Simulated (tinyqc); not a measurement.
What each parameter does: finite square well with mass mismatch (envelope functions).

A square well of width L and depth V0, mass mw inside and mb outside, energies from the bottom of the well, c = hbar^2/2m0. k = sqrt(mw E/c), kappa = sqrt(mb (V0 - E)/c). psi and psi'/m are continuous at the walls (BenDaniel-Duke), so level n solves k L + 2 atan[(k/mw)/(kappa/mb)] = n pi.

Constants: hbar^2/2m0 = 3.80998211 eV angstrom^2.

Inputs chosen for the exercise (near those of a GaAs well in AlGaAs; the results hold for these values, not for the real material): L = 169 angstrom (well width); V0 = 0.121 eV (barrier height); mw = 0.0666 m0 (mass in the well); mb = 0.0795 m0 (mass in the barrier).

Parabolic bands. Pb is the probability of level 1 in the barriers, (A^2/kappa)/(A^2/kappa + L/2 + sin(kL)/(2k)) with A = cos(kL/2).

Results for these values:
```
case  E1 (eV)  bound levels      Pb  V0 - E1 (eV)
base   0.0120             3  0.0223        0.1090
```

What happens to each result for mb = 0.0636 m0, all else kept?

Answer: E1 rises from 0.0120 to 0.0125; bound levels does not change at the printed digits; Pb falls from 0.0223 to 0.0218; V0 - E1 falls from 0.1090 to 0.1085.

The same for each parameter in turn:
```
case              E1 (eV)  bound levels      Pb  V0 - E1 (eV)
base               0.0120             3  0.0223        0.1090
L = 186 angstrom   0.0103             3  0.0177        0.1107
V0 = 0.103 eV      0.0115             3  0.0270        0.0915
mw = 0.0733 m0     0.0113             3  0.0197        0.1097
mb = 0.0636 m0     0.0125             3  0.0218        0.1085
```

Computed by tinyqc, a small Python program: `OMP_NUM_THREADS=1 python tinyqc.py 1251649 1251650 out.jsonl` (the numbers bound the seed that draws the inputs); one thread of a shared host (Intel(R) Xeon(R) Processor @ 2.30GHz), about 0.01 s for the whole set of steps.
